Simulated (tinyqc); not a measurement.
# Valence-band offset from core levels (Kraut method), with the dipole against the affinity rule, step by step

Computed by the program tinyqc: `OMP_NUM_THREADS=1 python tinyqc.py 2410161 2410162 out.jsonl`, one thread of a shared Intel Xeon 2.30GHz, about 0.01 s for the whole run. Printed values are rounded.

Binding energies are counted downwards from the Fermi level. dEv > 0 means that the valence edge of B lies below that of A, dEc > 0 that the conduction edge of B lies above that of A; dEc + dEv = EgB - EgA. The spectra are made-up values treated as data.

Parameters, values chosen for the exercise; gaps and affinities close to those of In0.53Ga0.47As (A) and silicon dioxide (B): gap of the substrate A EgA = 0.74 eV; gap of the overlayer B EgB = 9.02 eV; electron affinity of A chiA = 4.44 eV; electron affinity of B chiB = 0.91 eV; core level of bare A cA = 91.12 eV; core level of thick B cB = 31.97 eV; valence-band maximum of thick B vB = 2.24 eV; relative permittivity inside the dipole layer ei = 4.5; thickness of the dipole layer dd = 0.27 nm; core level of A under a thin film of B iA = 91.14 eV; core level of B in that thin film iB = 34.54 eV; background counts in the gap bg = 27.

Constants: q = 1.602176634e-19 C, eps0 = 8.8541878128e-14 F/cm where lengths are in cm. Results are converted to the units shown.

## Valence-band maximum of bare A

binding energy, point 0 to 5 (eV): [0.53, 0.65, 0.77, 0.89, 1.01, 1.13]
counts on the leading edge, point 0 to 5: [107, 145, 184, 218, 254, 282]

Fit a straight line to the leading edge by least squares; the maximum vA lies where it meets the background.

slope = 294.286 counts/eV
intercept = -45.9238 counts
vA = 0.247799 eV

## Offsets

dEv = (iB - iA) - (cB - vB) + (cA - vA), dEc = EgB - EgA - dEv.

cA - vA = 90.8722 eV
cB - vB = 29.73 eV
iB - iA = -56.6 eV
dEv = 4.54220 eV
dEc = 3.73780 eV

The alignment is type I (straddling). Both offsets exceed 1 eV, the usual requirement for a gate dielectric. A rigid shift of all levels, by charging or doping, cancels in the differences.

## Interface dipole

The affinity rule gives dEc(0) = chiA - chiB; the dipole step is D = dEc - dEc(0), and two sheets of opposite charge dd apart hold N = eps0 ei |D|/(q dd).

dEc(0) = 3.53 eV
D = 0.207799 eV
N = 1.91395e13 cm^-2
field in the dipole layer = 7.69627 MV/cm

N is 0.027 elementary charges for each of about 7e14 surface atoms per cm^2.
